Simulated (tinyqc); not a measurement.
Scaling the whole coupling: critical temperature from a phonon spectrum: McMillan, Allen-Dynes and the linearised Eliashberg equation. Computed by tinyqc, a small Python program. Command: `OMP_NUM_THREADS=1 python tinyqc.py 3013997 3013998 out.jsonl eliashberg walk`. One thread of a shared host (Intel(R) Xeon(R) Processor @ 2.30GHz), about 0.01 s of CPU time with the checks.

alpha^2 F(omega) = sum_i (lambda_i omega_i/2) delta(omega - omega_i), so that lambda = 2 int alpha^2 F/omega d omega = sum_i lambda_i.

Inputs (values chosen for the exercise, for a model metal):
```
quantity                     value  unit
peak energy omega_1           4.14   meV
coupling lambda_1              1.5     -
peak energy omega_2           9.03   meV
coupling lambda_2            0.473     -
Coulomb pseudopotential mu*   0.12     -
```

Peaks in alpha^2 F: two.

Constants: k_B = 8.617333262e-05 eV/K.

Method:
- omega_log = exp(sum lambda_i ln omega_i / lambda); omega_rms = sqrt(sum lambda_i omega_i^2 / lambda).
- McMillan form: k_B T_c = (omega_log/1.2) exp[-1.04 (1 + lambda)/(lambda - mu* (1 + 0.62 lambda))]. Allen-Dynes multiplies it by f1 f2: f1 = [1 + (lambda/L1)^(3/2)]^(1/3), L1 = 2.46 (1 + 3.8 mu*); f2 = 1 + (omega_rms/omega_log - 1) lambda^2/(lambda^2 + L2^2), L2 = 1.82 (1 + 6.3 mu*) omega_rms/omega_log.
- Linearised Eliashberg equation at omega_n = (2n + 1) pi k_B T, n = 0..N-1: lambda(j) = sum_i lambda_i omega_i^2/(omega_i^2 + (2 pi j k_B T)^2); K_mn = lambda(m - n) + lambda(m + n + 1) - 2 mu*(N) - delta_mn [2m + 1 + lambda(0) + 2 sum_(j=1..m) lambda(j)], with 1/mu*(N) = 1/mu* + ln(omega_rms/omega_N), omega_N = (2N + 1) pi k_B T. T_c is where the largest eigenvalue rho of K is zero.
- N is the smallest integer at or above 8 omega_max/(2 pi k_B T_AD), omega_max the highest peak and T_AD the Allen-Dynes value.
- All lambda_i are multiplied by s. The last column is the large-lambda limit for mu* = 0, k_B T_c = 0.1827 omega_rms sqrt(lambda).

lambda = 1.973

omega_rms = 5.70780 meV

omega_log = 4.99110 meV

T_c (K):
```
s    lambda  McMillan  Allen-Dynes  Eliashberg  large-lambda limit
0.6  1.1838     4.707        5.056       4.811              13.167
0.8  1.5784     6.534        7.278       7.000              15.203
1.0  1.9730     7.882        9.122       8.856              16.998
1.3  2.5649     9.318       11.429      11.237              19.381
1.7  3.3541    10.586       13.987      13.931              22.163
2.3  4.5379    11.766       17.187      17.335              25.779
3.2  6.3136    12.780       21.159      21.545              30.407
```

McMillan/Eliashberg runs from 0.98 at lambda = 1.18 to 0.59 at 6.31: the exponential form levels off at large lambda, while the true T_c keeps rising (exponent 0.66 between the last rows, tending to 1/2). Allen-Dynes stays within about 5 % over the table. The last row reaches 71 % of the mu* = 0 limit; with mu* above zero T_c stays below that line at any lambda.

Extremes, crossings and ranges named in words are read from the listed rows.
